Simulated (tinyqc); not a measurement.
Worked calculation: UHF in the sto-3g basis, for H6, spin multiplicity 1. This run ends on a higher stationary point, not on the lowest solution. One step of it, computed by the program tinyqc.

Question. Iteration 3: building the Fock matrix. J_ij = sum D_kl (ij|kl) with D = D(alpha) + D(beta), K_ij = sum D_kl (ik|jl) for each spin; F = H + J - K(s); E = tr D H + tr D J / 2 - 0.5 sum_s tr D(s) K(s) + E_nn.

D(alpha) after iteration 2, lower triangle:
```
           1H 1s      2H 1s      3H 1s     4H 1s     5H 1s     6H 1s
1H 1s   0.407236
2H 1s   0.361536   0.373204
3H 1s  -0.086238   0.074633   0.461183
4H 1s  -0.135625  -0.022507   0.330823  0.294677
5H 1s   0.015827  -0.014789  -0.043684  0.092543  0.365733
6H 1s   0.069503   0.000284  -0.153141  0.000240  0.355055  0.374478
```

D(beta) after iteration 2, lower triangle:
```
           1H 1s      2H 1s      3H 1s      4H 1s     5H 1s     6H 1s
1H 1s   0.374391
2H 1s   0.355001   0.365779
3H 1s   0.000206   0.092617   0.294637
4H 1s  -0.153342  -0.043752   0.330826   0.461292
5H 1s   0.000279  -0.014786  -0.022470   0.074515  0.373323
6H 1s   0.069481   0.015838  -0.135390  -0.086173  0.361597  0.407086
```

core Hamiltonian H = T + V (hartree), lower triangle:
```
           1H 1s      2H 1s      3H 1s      4H 1s      5H 1s      6H 1s
1H 1s  -1.320291
2H 1s  -0.578864  -1.579387
3H 1s  -0.046758  -0.471098  -1.675276
4H 1s  -0.002154  -0.048622  -0.642357  -1.675093
5H 1s  -0.000022  -0.001316  -0.048521  -0.470350  -1.579113
6H 1s   0.000000  -0.000022  -0.002149  -0.046661  -0.578817  -1.320200
```

Two-electron integrals (ij|kl) in chemists' order, unique and non-zero (hartree):
```
(11|11) 0.774606   (21|11) 0.173633   (21|21) 0.056722   (22|11) 0.376165
(22|21) 0.173633   (22|22) 0.774606   (31|11) 0.007838   (31|21) 0.003056
(31|22) 0.011688   (31|31) 0.000213   (32|11) 0.059296   (32|21) 0.026510
(32|22) 0.123920   (32|31) 0.002337   (32|32) 0.030966   (33|11) 0.180963
(33|21) 0.074585   (33|22) 0.333540   (33|31) 0.007838   (33|32) 0.123920
(33|33) 0.774606   (41|11) 0.000210   (41|21) 0.000089   (41|22) 0.000391
(41|31) 0.000008   (41|32) 0.000097   (41|33) 0.000391   (41|41) 3.15e-07
(42|11) 0.004133   (42|21) 0.001740   (42|22) 0.007838   (42|31) 0.000165
(42|32) 0.002337   (42|33) 0.011688   (42|41) 0.000008   (42|42) 0.000213
(43|11) 0.045997   (43|21) 0.017912   (43|22) 0.074585   (43|31) 0.001740
(43|32) 0.026510   (43|33) 0.173633   (43|41) 0.000089   (43|42) 0.003056
(43|43) 0.056722   (44|11) 0.123438   (44|21) 0.045997   (44|22) 0.180963
(44|31) 0.004133   (44|32) 0.059296   (44|33) 0.376165   (44|41) 0.000210
(44|42) 0.007838   (44|43) 0.173633   (44|44) 0.774606   (51|11) 1.19e-06
(51|21) 4.89e-07   (51|22) 2.14e-06   (51|31) 4.72e-08   (51|32) 6.86e-07
(51|33) 3.65e-06   (51|42) 6.48e-08   (51|43) 9.45e-07   (51|44) 2.36e-06
(52|11) 0.000072   (52|21) 0.000028   (52|22) 0.000116   (52|31) 2.65e-06
(52|32) 0.000039   (52|33) 0.000234   (52|41) 1.32e-07   (52|42) 4.31e-06
(52|43) 0.000076   (52|44) 0.000235   (52|52) 1.06e-07   (53|11) 0.002609
(53|21) 0.000973   (53|22) 0.003839   (53|31) 0.000088   (53|32) 0.001258
(53|33) 0.007820   (53|41) 4.39e-06   (53|42) 0.000153   (53|43) 0.003049
(53|44) 0.011663   (53|51) 4.72e-08   (53|52) 4.31e-06   (53|53) 0.000212
(54|11) 0.024628   (54|21) 0.008912   (54|22) 0.033823   (54|31) 0.000759
(54|32) 0.010276   (54|33) 0.059197   (54|41) 0.000036   (54|42) 0.001259
(54|43) 0.026464   (54|44) 0.123705   (54|51) 3.86e-07   (54|52) 0.000039
(54|53) 0.002328   (54|54) 0.030869   (55|11) 0.090473   (55|21) 0.031978
(55|22) 0.117962   (55|31) 0.002614   (55|32) 0.033868   (55|33) 0.180901
(55|41) 0.000120   (55|42) 0.003846   (55|43) 0.074551   (55|44) 0.333345
(55|51) 1.19e-06   (55|52) 0.000116   (55|53) 0.007820   (55|54) 0.123705
(55|55) 0.774606   (61|22) 7.18e-09   (61|33) 1.49e-08   (61|44) 1.49e-08
(61|55) 7.18e-09   (62|11) 8.13e-07   (62|21) 3.03e-07   (62|22) 1.19e-06
(62|31) 2.72e-08   (62|32) 3.87e-07   (62|33) 2.36e-06   (62|42) 4.72e-08
(62|43) 9.45e-07   (62|44) 3.65e-06   (62|53) 6.47e-08   (62|54) 6.85e-07
(62|55) 2.14e-06   (63|11) 0.000087   (63|21) 0.000032   (63|22) 0.000120
(63|31) 2.69e-06   (63|32) 0.000036   (63|33) 0.000209   (63|41) 1.29e-07
(63|42) 4.38e-06   (63|43) 0.000089   (63|44) 0.000390   (63|52) 1.32e-07
(63|53) 0.000008   (63|54) 0.000097   (63|55) 0.000390   (63|63) 3.13e-07
(64|11) 0.001980   (64|21) 0.000703   (64|22) 0.002609   (64|31) 0.000058
(64|32) 0.000758   (64|33) 0.004124   (64|41) 2.69e-06   (64|42) 0.000088
(64|43) 0.001736   (64|44) 0.007820   (64|51) 2.71e-08   (64|52) 2.64e-06
(64|53) 0.000164   (64|54) 0.002328   (64|55) 0.011663   (64|62) 4.72e-08
(64|63) 0.000008   (64|64) 0.000212   (65|11) 0.025272   (65|21) 0.008809
(65|22) 0.031978   (65|31) 0.000705   (65|32) 0.008924   (65|33) 0.045984
(65|41) 0.000032   (65|42) 0.000975   (65|43) 0.017905   (65|44) 0.074551
(65|51) 3.03e-07   (65|52) 0.000028   (65|53) 0.001736   (65|54) 0.026464
(65|55) 0.173633   (65|62) 4.89e-07   (65|63) 0.000089   (65|64) 0.003049
(65|65) 0.056722   (66|11) 0.073375   (66|21) 0.025272   (66|22) 0.090473
(66|31) 0.001984   (66|32) 0.024661   (66|33) 0.123409   (66|41) 0.000087
(66|42) 0.002614   (66|43) 0.045984   (66|44) 0.180901   (66|51) 8.13e-07
(66|52) 0.000072   (66|53) 0.004124   (66|54) 0.059197   (66|55) 0.376165
(66|62) 1.19e-06   (66|63) 0.000209   (66|64) 0.007820   (66|65) 0.173633
(66|66) 0.774606
```

nuclear repulsion = 3.18542818 hartree

Give: Coulomb J; exchange K(alpha); exchange K(beta); F(alpha); F(beta); total energy of this density.

Answer.

Coulomb J (hartree), lower triangle:
```
        1H 1s   2H 1s   3H 1s   4H 1s   5H 1s   6H 1s
1H 1s  1.6090
2H 1s  0.5269  1.8550
3H 1s  0.0359  0.4193  1.9467
4H 1s  0.0014  0.0377  0.5872  1.9466
5H 1s  0.0000  0.0008  0.0376  0.4186  1.8548
6H 1s  0.0000  0.0000  0.0014  0.0359  0.5269  1.6089
```

exchange K(alpha) (hartree), lower triangle:
```
         1H 1s    2H 1s    3H 1s   4H 1s   5H 1s   6H 1s
1H 1s   0.4613
2H 1s   0.2900   0.4667
3H 1s   0.0235   0.1483   0.5175
4H 1s  -0.0155   0.0320   0.2771  0.4025
5H 1s  -0.0008  -0.0004   0.0272  0.1379  0.4603
6H 1s   0.0048  -0.0024  -0.0150  0.0371  0.2858  0.4347
```

exchange K(beta) (hartree), lower triangle:
```
         1H 1s    2H 1s    3H 1s   4H 1s   5H 1s   6H 1s
1H 1s   0.4346
2H 1s   0.2858   0.4604
3H 1s   0.0371   0.1382   0.4025
4H 1s  -0.0150   0.0272   0.2771  0.5175
5H 1s  -0.0024  -0.0004   0.0320  0.1480  0.4667
6H 1s   0.0048  -0.0008  -0.0155  0.0234  0.2901  0.4612
```

F(alpha) (hartree), lower triangle:
```
         1H 1s    2H 1s    3H 1s    4H 1s    5H 1s    6H 1s
1H 1s  -0.1726
2H 1s  -0.3420  -0.1911
3H 1s  -0.0343  -0.2001  -0.2461
4H 1s   0.0148  -0.0430  -0.3322  -0.1310
5H 1s   0.0008  -0.0001  -0.0381  -0.1897  -0.1846
6H 1s  -0.0048   0.0024   0.0143  -0.0479  -0.3377  -0.1460
```

F(beta) (hartree), lower triangle:
```
         1H 1s    2H 1s    3H 1s    4H 1s    5H 1s    6H 1s
1H 1s  -0.1459
2H 1s  -0.3377  -0.1847
3H 1s  -0.0480  -0.1900  -0.1311
4H 1s   0.0143  -0.0381  -0.3323  -0.2460
5H 1s   0.0024  -0.0001  -0.0429  -0.1998  -0.1910
6H 1s  -0.0048   0.0008   0.0147  -0.0342  -0.3420  -0.1726
```

total energy of this density = -2.861689 hartree
